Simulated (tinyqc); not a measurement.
Inside a calculation. Method: coupled-perturbed Hartree-Fock on RHF in the sto-6g basis, for BeH2, spin multiplicity 1. Computed by tinyqc, a small Python program that keeps every step (integrals from PySCF). Settings: charge = 0, multiplicity = 1, basis = sto-6g, method = RHF, energy threshold = 1e-10, iteration cap = 66, orthogonalisation = symmetric, start = Wolfsberg-Helmholz matrix, DIIS depth = 6. Command: `OMP_NUM_THREADS=1 python tinyqc.py 29622 29623 out.jsonl` (the two numbers bound the seeds that draw the settings). One thread of a shared host (Intel(R) Xeon(R) Processor @ 2.60GHz), about 0.2 s of CPU time with the checks. The early iterations of the SCF are left out here.

## One-electron integrals

Geometry (angstrom):
```
atom,x,y,z
Be,0.000000,0.000000,0.000000
H,0.000000,1.373000,0.000000
H,0.000000,-1.373000,0.000000
```

Basis sto-6g: exponents (1/bohr^2) and contraction coefficients of normalised primitives:
```
element,l (shell),exponent,coefficient
Be,s (1),312.870494,0.009164
Be,s (1),57.364463,0.049361
Be,s (1),16.048509,0.168538
Be,s (1),5.513096,0.370563
Be,s (1),2.140897,0.416492
Be,s (1),0.881739,0.130334
Be,s (2),13.633247,-0.013253
Be,s (2),2.698375,-0.046992
Be,s (2),0.838653,-0.033785
Be,s (2),0.322660,0.250242
Be,s (2),0.140131,0.595117
Be,s (2),0.064233,0.240706
Be,p (3),13.633247,0.003760
Be,p (3),2.698375,0.037679
Be,p (3),0.838653,0.173897
Be,p (3),0.322660,0.418036
Be,p (3),0.140131,0.425860
Be,p (3),0.064233,0.101708
H,s (1),35.523221,0.009164
H,s (1),6.513144,0.049361
H,s (1),1.822143,0.168538
H,s (1),0.625955,0.370563
H,s (1),0.243077,0.416492
H,s (1),0.100112,0.130334
```

Overlap, kinetic and nuclear-attraction integrals over the contracted functions; the nuclear repulsion is the sum of Za Zb / Rab.

nuclear repulsion = 3.27604246 hartree

overlap S, lower triangle:
```
,1Be 1s,1Be 2s,1Be 2px,1Be 2py,1Be 2pz,2H 1s,3H 1s
1Be 1s,1.000000
1Be 2s,0.254764,1.000000
1Be 2px,0.000000,0.000000,1.000000
1Be 2py,0.000000,0.000000,0.000000,1.000000
1Be 2pz,0.000000,0.000000,0.000000,0.000000,1.000000
2H 1s,0.067010,0.447462,0.000000,0.515680,0.000000,1.000000
3H 1s,0.067010,0.447462,0.000000,-0.515680,0.000000,0.034097,1.000000
```

kinetic energy T (hartree), lower triangle:
```
,1Be 1s,1Be 2s,1Be 2px,1Be 2py,1Be 2pz,2H 1s,3H 1s
1Be 1s,6.768753
1Be 2s,-0.207382,0.220121
1Be 2px,0.000000,0.000000,0.661265
1Be 2py,0.000000,0.000000,0.000000,0.661265
1Be 2pz,0.000000,0.000000,0.000000,0.000000,0.661265
2H 1s,-0.014012,0.064059,0.000000,0.182345,0.000000,0.768522
3H 1s,-0.014012,0.064059,0.000000,-0.182345,0.000000,-0.007811,0.768522
```

nuclear attraction V (hartree), lower triangle:
```
,1Be 1s,1Be 2s,1Be 2px,1Be 2py,1Be 2pz,2H 1s,3H 1s
1Be 1s,-15.485625
1Be 2s,-1.847103,-3.025066
1Be 2px,0.000000,0.000000,-2.950155
1Be 2py,0.000000,0.000000,0.000000,-3.174594
1Be 2pz,0.000000,0.000000,0.000000,0.000000,-2.950155
2H 1s,-0.532128,-1.306639,0.000000,-1.477751,0.000000,-2.963491
3H 1s,-0.532128,-1.306639,0.000000,1.477751,0.000000,-0.112684,-2.963491
```

core Hamiltonian H = T + V (hartree), lower triangle:
```
,1Be 1s,1Be 2s,1Be 2px,1Be 2py,1Be 2pz,2H 1s,3H 1s
1Be 1s,-8.716872
1Be 2s,-2.054485,-2.804945
1Be 2px,0.000000,0.000000,-2.288890
1Be 2py,0.000000,0.000000,0.000000,-2.513329
1Be 2pz,0.000000,0.000000,0.000000,0.000000,-2.288890
2H 1s,-0.546140,-1.242580,0.000000,-1.295406,0.000000,-2.194969
3H 1s,-0.546140,-1.242580,0.000000,1.295406,0.000000,-0.120495,-2.194969
```

## Two-electron integrals

Functions are numbered as in S; the eight-fold symmetry (ij|kl) = (ji|kl) = (kl|ij) leaves the list below.

Two-electron integrals (ij|kl) in chemists' order, unique and non-zero (hartree):
```
i,j,k,l,(ij|kl)
1,1,1,1,2.299996
2,1,1,1,0.361879
2,1,2,1,0.071926
2,2,1,1,0.570332
2,2,2,1,0.139654
2,2,2,2,0.417773
3,1,3,1,0.015252
3,2,3,1,0.022555
3,2,3,2,0.092340
3,3,1,1,0.570332
3,3,2,1,0.139654
3,3,2,2,0.417773
3,3,3,3,0.450117
4,1,4,1,0.015252
4,2,4,1,0.022555
4,2,4,2,0.092340
4,3,4,3,0.024258
4,4,1,1,0.570332
4,4,2,1,0.139654
4,4,2,2,0.417773
4,4,3,3,0.401601
4,4,4,4,0.450117
5,1,5,1,0.015252
5,2,5,1,0.022555
5,2,5,2,0.092340
5,3,5,3,0.024258
5,4,5,4,0.024258
5,5,1,1,0.570332
5,5,2,1,0.139654
5,5,2,2,0.417773
5,5,3,3,0.401601
5,5,4,4,0.401601
5,5,5,5,0.450117
6,1,1,1,0.098209
6,1,2,1,0.018935
6,1,2,2,0.036540
6,1,3,3,0.036239
6,1,4,1,0.001869
6,1,4,2,0.003598
6,1,4,4,0.037140
6,1,5,5,0.036239
6,1,6,1,0.005271
6,2,1,1,0.216943
6,2,2,1,0.053852
6,2,2,2,0.173186
6,2,3,3,0.166881
6,2,4,1,0.007534
6,2,4,2,0.042879
6,2,4,4,0.185795
6,2,5,5,0.166881
6,2,6,1,0.015612
6,2,6,2,0.103607
6,3,3,1,0.005429
6,3,3,2,0.024114
6,3,4,3,0.007615
6,3,6,3,0.010021
6,4,1,1,0.227111
6,4,2,1,0.057136
6,4,2,2,0.192187
6,4,3,3,0.180916
6,4,4,1,0.012262
6,4,4,2,0.067054
6,4,4,4,0.214728
6,4,5,5,0.180916
6,4,6,1,0.017446
6,4,6,2,0.131246
6,4,6,4,0.172446
6,5,5,1,0.005429
6,5,5,2,0.024114
6,5,5,4,0.007615
6,5,6,5,0.010021
6,6,1,1,0.382297
6,6,2,1,0.096884
6,6,2,2,0.346317
6,6,3,3,0.321277
6,6,4,1,0.016607
6,6,4,2,0.118994
6,6,4,4,0.396396
6,6,5,5,0.321277
6,6,6,1,0.029186
6,6,6,2,0.259000
6,6,6,4,0.349309
6,6,6,6,0.774999
7,1,1,1,0.098209
7,1,2,1,0.018935
7,1,2,2,0.036540
7,1,3,3,0.036239
7,1,4,1,-0.001869
7,1,4,2,-0.003598
7,1,4,4,0.037140
7,1,5,5,0.036239
7,1,6,1,0.004775
7,1,6,2,0.012956
7,1,6,4,0.013160
7,1,6,6,0.022891
7,1,7,1,0.005271
7,2,1,1,0.216943
7,2,2,1,0.053852
7,2,2,2,0.173186
7,2,3,3,0.166881
7,2,4,1,-0.007534
7,2,4,2,-0.042879
7,2,4,4,0.185795
7,2,5,5,0.166881
7,2,6,1,0.012956
7,2,6,2,0.055875
7,2,6,4,0.055986
7,2,6,6,0.103667
7,2,7,1,0.015612
7,2,7,2,0.103607
7,3,3,1,0.005429
7,3,3,2,0.024114
7,3,4,3,-0.007615
7,3,6,3,0.004372
7,3,7,3,0.010021
7,4,1,1,-0.227111
7,4,2,1,-0.057136
7,4,2,2,-0.192187
7,4,3,3,-0.180916
7,4,4,1,0.012262
7,4,4,2,0.067054
7,4,4,4,-0.214728
7,4,5,5,-0.180916
7,4,6,1,-0.013160
7,4,6,2,-0.055986
7,4,6,4,-0.053407
7,4,6,6,-0.101639
7,4,7,1,-0.017446
7,4,7,2,-0.131246
7,4,7,4,0.172446
7,5,5,1,0.005429
7,5,5,2,0.024114
7,5,5,4,-0.007615
7,5,6,5,0.004372
7,5,7,5,0.010021
7,6,1,1,0.020331
7,6,2,1,0.004906
7,6,2,2,0.014455
7,6,3,3,0.014180
7,6,4,4,0.015004
7,6,5,5,0.014180
7,6,6,1,0.001293
7,6,6,2,0.006253
7,6,6,4,0.007112
7,6,6,6,0.013165
7,6,7,1,0.001293
7,6,7,2,0.006253
7,6,7,4,-0.007112
7,6,7,6,0.000512
7,7,1,1,0.382297
7,7,2,1,0.096884
7,7,2,2,0.346317
7,7,3,3,0.321277
7,7,4,1,-0.016607
7,7,4,2,-0.118994
7,7,4,4,0.396396
7,7,5,5,0.321277
7,7,6,1,0.022891
7,7,6,2,0.103667
7,7,6,4,0.101639
7,7,6,6,0.192666
7,7,7,1,0.029186
7,7,7,2,0.259000
7,7,7,4,-0.349309
7,7,7,6,0.013165
7,7,7,7,0.774999
```

## Orthogonalisation

S = U s U^T; symmetric (Loewdin) form X = U s^(-1/2) U^T, so that X^T S X = 1.

eigenvalues of S: 0.253471  0.361107  0.939517  1.000000  1.000000  1.712432  1.733472

X, lower triangle:
```
,1Be 1s,1Be 2s,1Be 2px,1Be 2py,1Be 2pz,2H 1s,3H 1s
1Be 1s,1.027100
1Be 2s,-0.148306,1.241204
1Be 2px,0.000000,0.000000,1.000000
1Be 2py,0.000000,0.000000,0.000000,1.360937
1Be 2pz,0.000000,0.000000,0.000000,0.000000,1.000000
2H 1s,0.015963,-0.300407,0.000000,-0.431954,0.000000,1.288257
3H 1s,0.015963,-0.300407,0.000000,0.431954,0.000000,-0.101242,1.288257
```

## Iteration 6 (converged): orbitals

converged F (hartree), lower triangle:
```
,1Be 1s,1Be 2s,1Be 2px,1Be 2py,1Be 2pz,2H 1s,3H 1s
1Be 1s,-4.589814
1Be 2s,-1.248802,-0.596348
1Be 2px,0.000000,0.000000,0.209197
1Be 2py,0.000000,0.000000,0.000000,-0.224009
1Be 2pz,0.000000,0.000000,0.000000,0.000000,0.209197
2H 1s,-0.333809,-0.402347,0.000000,-0.330876,0.000000,-0.303794
3H 1s,-0.333809,-0.402347,0.000000,0.330876,0.000000,-0.043649,-0.303794
```

Diagonalise F' = X^T F X, C = X C', fill 3 alpha and 3 beta electrons from the bottom; D = 2 C_occ C_occ^T. Each column has its largest component positive (the first on a tie).

F' = X^T F X (hartree), lower triangle:
```
,1,2,3,4,5,6,7
1,-4.492883
2,-0.651462,-0.082034
3,0.000000,0.000000,0.209197
4,0.000000,0.000000,0.000000,0.266062
5,0.000000,0.000000,0.000000,0.000000,0.209197
6,-0.052589,-0.326705,0.000000,-0.461340,0.000000,0.090764
7,-0.052589,-0.326705,0.000000,0.461340,0.000000,-0.117745,0.090764
```

orbital energies (hartree): MO1 -4.591408, MO2 -0.452005, MO3 -0.415782, MO4 0.209197, MO5 0.209197, MO6 0.441515, MO7 0.890352

coefficients C:
```
,MO1,MO2,MO3,MO4,MO5,MO6,MO7
1Be 1s,0.994639,-0.211597,0.000000,0.000000,0.000000,-0.208229,0.000000
1Be 2s,0.021466,0.559398,0.000000,0.000000,0.000000,1.195694,0.000000
1Be 2px,0.000000,0.000000,0.000000,0.989844,0.142158,0.000000,0.000000
1Be 2py,0.000000,0.000000,0.499520,0.000000,0.000000,0.000000,1.405631
1Be 2pz,0.000000,0.000000,0.000000,-0.142158,0.989844,0.000000,0.000000
2H 1s,-0.002151,0.397645,0.411258,0.000000,0.000000,-0.798044,-0.991364
3H 1s,-0.002151,0.397645,-0.411258,0.000000,0.000000,-0.798044,0.991364
```

D after iteration 6, lower triangle:
```
,1Be 1s,1Be 2s,1Be 2px,1Be 2py,1Be 2pz,2H 1s,3H 1s
1Be 1s,2.068160
1Be 2s,-0.194032,0.626775
1Be 2px,0.000000,0.000000,0.000000
1Be 2py,0.000000,0.000000,0.000000,0.499039
1Be 2pz,0.000000,0.000000,0.000000,0.000000,0.000000
2H 1s,-0.172560,0.444792,0.000000,0.410863,0.000000,0.654520
3H 1s,-0.172560,0.444792,0.000000,-0.410863,0.000000,-0.022013,0.654520
```

Within a degenerate level the vectors are fixed only up to a rotation; this is one choice.

## Convergence

Stop when the energy changes by less than 1e-10 hartree and every element of the error matrix X^T (F D S - S D F) X is below 3e-06.

Course of the cycle:
```
iteration,E (hartree),change,largest element of the error matrix
1,-15.70269306,-,1.47e-01
2,-15.71969439,-1.70e-02,1.52e-02
3,-15.71997608,-2.82e-04,1.48e-03
4,-15.71998085,-4.77e-06,1.93e-05
5,-15.71998085,-4.98e-10,4.91e-07
6,-15.71998085,-3.20e-13,2.33e-10
```

PySCF RHF in the same basis = -15.71998085 hartree

Converged in 6 iterations.

## Integrals over molecular orbitals

(pq|rs) = sum C_ip C_jq C_kr C_ls (ij|kl), one index at a time.

one-electron integrals over orbitals h = C^T H C (hartree), lower triangle:
```
,1,2,3,4,5,6,7
1,-8.707802
2,0.220339,-2.435708
3,0.000000,0.000000,-2.393319
4,0.000000,0.000000,0.000000,-2.288890
5,0.000000,0.000000,0.000000,0.000000,-2.288890
6,0.206739,-0.197699,0.000000,0.000000,0.000000,-1.934677
7,0.000000,0.000000,-0.287860,0.000000,0.000000,0.000000,-1.822880
```

Two-electron integrals over orbitals (pq|rs), unique and non-zero (hartree):
```
p,q,r,s,(pq|rs)
1,1,1,1,2.280553
2,1,1,1,-0.195904
2,1,2,1,0.026350
2,2,1,1,0.482780
2,2,2,1,-0.006346
2,2,2,2,0.394102
3,1,3,1,0.005873
3,2,3,1,0.013348
3,2,3,2,0.164566
3,3,1,1,0.451253
3,3,2,1,-0.002370
3,3,2,2,0.407478
3,3,3,3,0.430513
4,1,4,1,0.016044
4,2,4,1,0.014974
4,2,4,2,0.048419
4,3,4,3,0.014221
4,4,1,1,0.570052
4,4,2,1,-0.007375
4,4,2,2,0.365582
4,4,3,3,0.352751
4,4,4,4,0.450117
5,1,5,1,0.016044
5,2,5,1,0.014974
5,2,5,2,0.048419
5,3,5,3,0.014221
5,4,5,4,0.024258
5,5,1,1,0.570052
5,5,2,1,-0.007375
5,5,2,2,0.365582
5,5,3,3,0.352751
5,5,4,4,0.401601
5,5,5,5,0.450117
6,1,1,1,-0.194576
6,1,2,1,0.026957
6,1,2,2,-0.006862
6,1,3,3,-0.003656
6,1,4,4,-0.004860
6,1,5,5,-0.004860
6,1,6,1,0.027806
6,2,1,1,0.122769
6,2,2,1,-0.006963
6,2,2,2,-0.023033
6,2,3,3,-0.045806
6,2,4,4,0.055987
6,2,5,5,0.055987
6,2,6,1,-0.005106
6,2,6,2,0.079271
6,3,3,1,-0.001910
6,3,3,2,-0.093763
6,3,6,3,0.083154
6,4,4,1,0.016419
6,4,4,2,0.047301
6,4,6,4,0.051348
6,5,5,1,0.016419
6,5,5,2,0.047301
6,5,6,5,0.051348
6,6,1,1,0.484665
6,6,2,1,-0.007301
6,6,2,2,0.393981
6,6,3,3,0.404566
6,6,4,4,0.366886
6,6,5,5,0.366886
6,6,6,1,-0.007194
6,6,6,2,-0.031382
6,6,6,6,0.409273
7,1,3,1,0.011080
7,1,3,2,0.019846
7,1,6,3,-0.001300
7,1,7,1,0.021274
7,2,3,1,0.003744
7,2,3,2,-0.044428
7,2,6,3,0.061966
7,2,7,1,0.007487
7,2,7,2,0.057654
7,3,1,1,0.142756
7,3,2,1,-0.004637
7,3,2,2,-0.005296
7,3,3,3,-0.020406
7,3,4,4,0.061555
7,3,5,5,0.061555
7,3,6,1,-0.003407
7,3,6,2,0.074758
7,3,6,6,-0.023550
7,3,7,3,0.083778
7,4,4,3,0.013689
7,4,7,4,0.016586
7,5,5,3,0.013689
7,5,7,5,0.016586
7,6,3,1,0.010986
7,6,3,2,0.143007
7,6,6,3,-0.093515
7,6,7,1,0.016670
7,6,7,2,-0.054457
7,6,7,6,0.139881
7,7,1,1,0.572058
7,7,2,1,-0.008240
7,7,2,2,0.423794
7,7,3,3,0.442118
7,7,4,4,0.388691
7,7,5,5,0.388691
7,7,6,1,-0.008465
7,7,6,2,-0.032673
7,7,6,6,0.432684
7,7,7,3,-0.008521
7,7,7,7,0.483203
```

## Response to a field: uncoupled start

dipole integrals <a|z|i> (bohr):
```
,i1,i2,i3
a4,-0.020798,-0.136834,0.000000
a5,0.144815,0.952772,0.000000
a6,0.000000,0.000000,0.000000
a7,0.000000,0.000000,0.000000
```

Field along z; U_ai = -mu_ai / (e_a - e_i), alpha = -4 sum U_ai mu_ai.

uncoupled U:
```
,i1,i2,i3
a4,0.004332,0.206948,0.000000
a5,-0.030166,-1.440970,0.000000
a6,0.000000,0.000000,0.000000
a7,0.000000,0.000000,0.000000
```

uncoupled polarisability = 5.622770 bohr^3

## Coupled step 1

U_ai = -(mu_ai + sum_bj [4 (ai|bj) - (ab|ij) - (aj|bi)] U_bj) / (e_a - e_i); alpha = -4 sum U_ai mu_ai.

U after step 1:
```
,i1,i2,i3
a4,0.002549,0.275563,0.000000
a5,-0.017748,-1.918740,0.000000
a6,0.000000,0.000000,0.000000
a7,0.000000,0.000000,0.000000
```

polarisability = 7.473807 bohr^3

## Coupled step 2

As before.

U after step 2:
```
,i1,i2,i3
a4,0.001607,0.298569,0.000000
a5,-0.011193,-2.078923,0.000000
a6,0.000000,0.000000,0.000000
a7,0.000000,0.000000,0.000000
```

polarisability = 8.092996 bohr^3

## Coupled polarisability

Repeat until U stops changing; compare with -d2E/dF2.

Course of the coupled iterations:
```
step,alpha (bohr^3)
0,5.622770
1,7.473807
2,8.092996
3,8.301175
4,8.371279
5,8.394899
6,8.402857
7,8.405539
8,8.406443
9,8.406748
10,8.406851
11,8.406885
12,8.406897
13,8.406901
14,8.406902
15,8.406902
16,8.406903
17,8.406903
18,8.406903
```

coupled polarisability = 8.406903 bohr^3

finite-field check, fields of +/-0.001 au = 8.406874 bohr^3
